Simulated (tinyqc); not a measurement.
Threshold-voltage variability of a planar MOSFET, analytic estimates: two steps of the calculation.

Three independent sources add in quadrature: random dopants in the depleted layer, metal-gate grains of two orientations, and roughness of the two gate edges acting through the roll-off VT = VT(long) - Vr exp(-L/l). These are first-order estimates: no three-dimensional electrostatics, no percolation.

Parameters, values chosen for the exercise; material values those of a made-up semiconductor:
- T = 325 K (temperature)
- n = 1.31 (subthreshold factor)
- gI = 8 1/V (gm/I of a matched pair)
- sb = 1.7 % (spread of the gain factor of one device)
- Nb = 65536 (number of cells)
- Y = 0.999 (wanted yield)

Constants: q = 1.602176634e-19 C, kB = 1.380649e-23 J/K, Vt = kB T/q. Results are converted to the units shown.

Question 1. Total spread, mismatch and leakage. s = sqrt(s1^2 + s2^2 + s3^2). For a pair: s(dVT) = sqrt(2) s; current mismatch sqrt(2) sqrt((gI s)^2 + sb^2); input offset = current mismatch/gI. For a Gaussian VT the off current is log-normal with mean/median = exp(s^2/(2 (n Vt)^2)).

s1 = 21.883417 mV
s2 = 38.668504 mV
s3 = 9.9141679 mV

Wanted: s; s(dVT); current mismatch; input offset; mean/median of Ioff.

Answer 1.

s = 45.524 mV
s(dVT) = 64.381 mV
current mismatch = 51.561 %
input offset = 64.451 mV
mean/median of Ioff = 2.1594

Question 2. Margin in standard deviations for the wanted yield. Cells fail independently with probability Q(k) = erfc(k/sqrt(2))/2 when the margin is k standard deviations, and Y = exp(-Nb Q(k)). phi = exp(-k^2/2)/sqrt(2 pi). Newton steps on ln Q(k) = ln(-ln(Y)/Nb): k(new) = k + [ln Q - ln(-ln(Y)/Nb)] Q/phi.

k at the start = 4

Give: Q(k); phi; k after iteration 1.

Answer 2.

Q(k) = 3.167e-5
phi = 1.338e-4
k after iteration 1 = 5.807

Computed by the program tinyqc: `OMP_NUM_THREADS=1 python tinyqc.py 2090064 2090065 out.jsonl`, one thread of a shared Intel Xeon 2.30GHz, about 0.01 s for the whole run.
